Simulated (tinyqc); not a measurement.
Deep-level transient spectroscopy (DLTS) of one majority-carrier trap: one step, computed by the program tinyqc. Command: `OMP_NUM_THREADS=1 python tinyqc.py 3009988 3009989 out.jsonl dlts walk`. One thread of a shared host (Intel(R) Xeon(R) Processor @ 2.30GHz), about 0.08 s of CPU time with the checks.

A filling pulse loads the traps in a one-sided junction; under reverse bias they empty at the rate e, and the capacitance relaxes as C(t) = C_0 - dC exp(-e t). The signal is S = [C(t_2) - C(t_1)]/dC.

Question. Peak temperature and width. e = g sigma v N_b exp(-E/k_B T), v = sqrt(3 k_B T/m), N_b = 2 M (2 pi m k_B T/h^2)^(3/2), sigma = sigma_0, E = E_t - dE with the one-dimensional Poole-Frenkel lowering dE = sqrt(e^3 F/(pi eps eps_0)), F being held as an input apart from the bias (the centre is charged when empty). S(e) = exp(-e t_1) - exp(-e t_2) peaks at the rate window e_0 = ln(t_2/t_1)/(t_2 - t_1). T_p solves e(T) = e_0 (bisection between 15 and 1500 K); the half-height points solve S = S_max/2 on either side.

Inputs (values chosen for the exercise, with mass and screening modelled on CdTe):
```
quantity,value,unit
density-of-states mass m,0.0974,m_0
valleys M,1,-
trap depth E_t,0.154,eV
cross-section sigma_0,1.7e-15,cm^2
degeneracy ratio g,2,-
gate time t_1,0.006,s
ratio t_2/t_1,5,-
temperature T,73,K
dielectric constant eps,9.83,-
mean field F,82000,V/cm
```

Carriers: electrons. Extra term: Poole-Frenkel lowering.

rate window e_0 = 67.05991 1/s

peak height S_max = 0.5349922

Constants: k_B = 8.617333262e-05 eV/K; k_B = 1.380649e-23 J/K; m_0 = 9.1093837015e-31 kg; h = 6.62607015e-34 J s; e = 1.602176634e-19 C; eps_0 = 8.8541878128e-12 F/m.

Give: peak temperature T_p; lower half-height point; upper half-height point; full width.

Answer.

peak temperature T_p = 55.47 K

lower half-height point = 51.43 K

upper half-height point = 59.00 K

full width = 7.564 K

The width is 13.6 % of T_p, and E_t is 32.2 k_B T_p.
